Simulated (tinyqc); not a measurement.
Trench capacitor in an array: capacitance, non-linearity, leakage and relaxation: two steps of the calculation.

A film between two metal electrodes, each interface adding a series capacitance ci. The small-signal permittivity is ek (1 + aq E^2); the field is found with the linear permittivity. Leakage J = J0 sinh(E/Ef). After a voltage step the film passes a relaxation current kr C V tt^(-nr), tt being the time in seconds. The sidewall is a coaxial capacitor with radii a = dm/2 - t and b = dm/2, depth AR dm; the end face is left out.

Inputs (values chosen for the exercise); permittivity of the order of that of titanium dioxide:

| symbol | value | unit | meaning |
|---|---|---|---|
| ek | 80.3 |  | relative permittivity of the film |
| t | 5.7 | nm | film thickness |
| ci | 40 | uF/cm^2 | capacitance of each electrode interface (dead layer and screening) |
| aq | 0.021 | cm^2/MV^2 | quadratic field coefficient of the permittivity |
| V | 2.4 | V | bias |
| J0 | 1e-11 | A/cm^2 | leakage prefactor |
| Ef | 0.15 | MV/cm | field for an e-fold rise of the leakage |
| dm | 22 | nm | diameter of the hole |
| AR | 20 |  | aspect ratio, depth over diameter |
| pt | 41 | nm | pitch of the square array |
| rho | 820 | uohm cm | resistivity of the inner electrode |

Constants: eps0 = 8.8541878128e-14 F/cm where lengths are in cm. Results are converted to the units shown.

Problem 1. Planar capacitance, field and non-linearity. Planar film: Cf = eps0 ek/t, 1/C = 1/Cf + 2/ci, EOT = 3.9 eps0/C, effective permittivity C t/eps0, E = (V/t) C/Cf; quadratic coefficient [C(V)/C - 1]/V^2 with Cf (1 + aq E^2) in C(V).

Wanted: Cf; C; EOT; effective permittivity; E; quadratic coefficient; J.

Solution 1.

Cf = 12.474 uF/cm^2
C = 7.6823 uF/cm^2
EOT = 0.44949 nm
effective permittivity = 49.456
E = 2.5932 MV/cm
quadratic coefficient = 14323 ppm/V^2
J = 1.6109e-4 A/cm^2

The interfaces take 38.4 % of the voltage.

Problem 2. Cell capacitance, fields and time constant. Per length 1/c = ln(b/a)/(2 pi eps0 ek) + (1/a + 1/b)/(2 pi ci); cell capacitance c AR dm; per footprint over pt^2; fields c V/(2 pi eps0 ek r) at r = a and b; resistance of the inner electrode rho AR dm/(pi a^2); time constant R C/3 of the distributed line.

Find: a; b; cell capacitance; capacitance per footprint; field at a; field at b; R; R C/3.

Solution 2.

a = 5.300 nm
b = 11.00 nm
cell capacitance = 1.602 fF
capacitance per footprint = 95.29 uF/cm^2
field at a = 3.690 MV/cm
field at b = 1.778 MV/cm
R = 40.89 kohm
R C/3 = 21.83 ps

The array gives 12.4 times the planar capacitance per footprint; curvature makes the field at the inner electrode 1.42 times the planar value.

Numbers from tinyqc (`OMP_NUM_THREADS=1 python tinyqc.py 2102202 2102203 out.jsonl`; about 0.01 s on one thread of a shared Intel Xeon 2.30GHz).
